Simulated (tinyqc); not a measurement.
Dead time against afterpulsing.

Afterpulse probability pap = pa (Cd Vx/q) exp(-td/tt) Pm, with Pm the trigger probability of a released carrier; largest rate 1/td; each true event gives 1/(1 - pap) counts.

Parameters, values chosen for the exercise: excess bias Vx = 1.8 V; diode capacitance Cd = 45 fF; trapping probability per avalanche carrier pa = 1.5e-8; trap release time tt = 34 ns.

Constants: q = 1.602176634e-19 C. Results are converted to the units shown.

Pm = 0.886

Result of one run:

| td (ns) | pap (%) | largest rate (1e6/s) | counts per event |
|---|---|---|---|
| 6.8 | 0.5501 | 147.1 | 1.006 |

What becomes of these results when the dead time td is changed from 6.8 to 47 ns, all else the same?

Result of the changed run:

| td (ns) | pap (%) | largest rate (1e6/s) | counts per event |
|---|---|---|---|
| 47 | 0.1686 | 21.28 | 1.002 |

The whole series:

| td (ns) | pap (%) | largest rate (1e6/s) | counts per event |
|---|---|---|---|
| 6.8 | 0.5501 | 147.1 | 1.006 |
| 11 | 0.4862 | 90.91 | 1.005 |
| 18 | 0.3957 | 55.56 | 1.004 |
| 29 | 0.2863 | 34.48 | 1.003 |
| 47 | 0.1686 | 21.28 | 1.002 |
| 77 | 0.06978 | 12.99 | 1.001 |
| 130 | 0.01468 | 7.692 | 1.000 |
| 200 | 0.001873 | 5.000 | 1.000 |

The afterpulse probability falls from 0.550 to 0.00187 %, a factor of ten for every 78.3 ns, while the largest rate falls from 147 to 5.00 million a second.

Numbers from tinyqc (`OMP_NUM_THREADS=1 python tinyqc.py 2630129 2630130 out.jsonl`; about 0.01 s on one thread of a shared Intel Xeon 2.30GHz).
